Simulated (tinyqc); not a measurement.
Worked calculation: CIS and TDHF on RHF in the sto-3g basis, for H4, spin multiplicity 1. One step of it, computed by the program tinyqc.

Question. CIS matrix, singlets. A(ia,jb) = (e_a - e_i) d_ij d_ab + 2 (ia|jb) - (ij|ab).

orbital energies (hartree): MO1 -0.504068, MO2 -0.422682, MO3 0.317642, MO4 0.526364

Two-electron integrals over orbitals (pq|rs), unique and non-zero (hartree):
```
p,q,r,s,(pq|rs)
1,1,1,1,0.411702
2,1,2,1,0.200552
2,2,1,1,0.404495
2,2,2,2,0.410761
3,1,1,1,-0.038084
3,1,2,2,-0.001871
3,1,3,1,0.108510
3,2,2,1,0.056904
3,2,3,2,0.103670
3,3,1,1,0.402551
3,3,2,2,0.403965
3,3,3,1,-0.006840
3,3,3,3,0.418357
4,1,2,1,0.014986
4,1,3,2,-0.085911
4,1,4,1,0.094186
4,2,1,1,0.045546
4,2,2,2,0.011946
4,2,3,1,-0.107934
4,2,3,3,0.009302
4,2,4,2,0.111892
4,3,2,1,-0.196707
4,3,3,2,-0.059070
4,3,4,1,-0.013026
4,3,4,3,0.208990
4,4,1,1,0.426147
4,4,2,2,0.419015
4,4,3,1,-0.041709
4,4,3,3,0.429674
4,4,4,2,0.049146
4,4,4,4,0.459413
```

Give: CIS matrix A, singlet.

Answer.

CIS matrix A, singlet (hartree):
```
,1>3,1>4,2>3,2>4
1>3,0.6362,0.0000,0.0000,-0.0192
1>4,0.0000,0.7927,0.0249,0.0000
2>3,0.0000,0.0249,0.5437,0.0000
2>4,-0.0192,0.0000,0.0000,0.7538
```
